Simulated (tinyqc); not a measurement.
Changing the temperature T: harmonic transition-state theory with quantum, tunnelling and friction corrections. Computed by tinyqc, a small Python program. Command: `OMP_NUM_THREADS=1 python tinyqc.py 3019669 3019670 out.jsonl rates sweep`. One thread of a shared host (Intel(R) Xeon(R) Processor @ 2.30GHz), about 0.03 s of CPU time with the checks.

One atom hops between equivalent sites; three modes at the minimum and two real modes at the saddle are treated as harmonic, the rest of the crystal as unchanged; melting is ignored, so hot rows may lie above the melting point.

Inputs (values chosen for the exercise, modelled on interstitial carbon in iron): barrier E_b = 0.841 eV; imaginary frequency at the saddle nu_b = 7.92 THz; jump length d = 1.43 angstrom; number of jump directions z = 4.

Lattice of sites: three-dimensional.

frequencies at the minimum (THz): [14.6, 16.5, 21.8]

real frequencies at the saddle (THz): [14.8, 14.9]

Constants: k_B = 8.617333262e-05 eV/K; h x 1 THz = 4.135667696 meV.

Method:
- Vineyard: nu* = product of minimum frequencies / product of real saddle frequencies; k_cl = nu* exp(-E_b/(k_B T)).
- Activation entropy S = k_B ln(nu* h/(k_B T)); for uncorrelated jumps D = z k d^2/6 and D0 = z nu* d^2/6; 1 angstrom^2 = 1e-16 cm^2.
- Quantum harmonic: k_q = (k_B T/h) [prod 2 sinh(x_i/2) (minimum) / prod 2 sinh(x_j/2) (saddle)] exp(-E_b/(k_B T)), x = h nu/(k_B T).
- Zero-point correction to the barrier = (h/2)(sum of saddle frequencies - sum of minimum frequencies).
- With u = h nu_b/(k_B T): Wigner factor 1 + u^2/24; parabolic barrier (Bell) (u/2)/sin(u/2), valid above T_c = h nu_b/(2 pi k_B); symmetric Eckart barrier: kappa = int_0^infinity P(E) exp(-(E - E_b)/(k_B T)) dE/(k_B T), P = (cosh 2a - 1)/(cosh 2a + cosh 2d), a = alpha sqrt(E/E_b), alpha = 2 pi E_b/(h nu_b), 2d = 2 sqrt(alpha^2 - pi^2/4).

One run for each value:
```
temperature T (K)  classical rate k_cl (1/s)  ratio k_q/k_cl  Eckart factor  classical diffusivity D (cm^2/s)
360                               4.0120e+01          1.4343         1.0497                        5.4695e-15
440                               5.5462e+03          1.2793         1.0332                        7.5610e-13
550                               4.6835e+05          1.1736         1.0213                        6.3848e-11
680                               1.3926e+07          1.1116         1.0140                        1.8985e-09
850                               2.4571e+08          1.0705         1.0091                        3.3497e-08
1000                              1.3753e+09          1.0507         1.0067                        1.8749e-07
1300                              1.3077e+10          1.0298         1.0040                        1.7827e-06
1600                              5.3433e+10          1.0196         1.0027                        7.2844e-06
2000                              1.8097e+11          1.0125         1.0018                        2.4672e-05
```

Over the rows, classical rate k_cl (1/s) rises from 40.1 to 1.81e11 (exponent d ln y / d ln x 25 between the first rows and 5.5 between the last); ratio k_q/k_cl falls from 1.43 to 1.01 (exponent d ln y / d ln x -0.57 between the first rows and -0.031 between the last); Eckart factor falls from 1.05 to 1.00 (exponent d ln y / d ln x -0.079 between the first rows and -0.0041 between the last). The apparent barrier of the corrected rate k_cl (k_q/k_cl) kappa(Eckart) is 0.819 eV between the coldest rows and 0.836 eV between the hottest, against E_b = 0.841 eV.

Caution (rows 360, 440, 550, 680): h nu exceeds k_B T, so zero-point and tunnelling corrections to the classical rate matter. Caution (rows 2000): the barrier is under 5 k_B T, where harmonic rate theory loses accuracy.
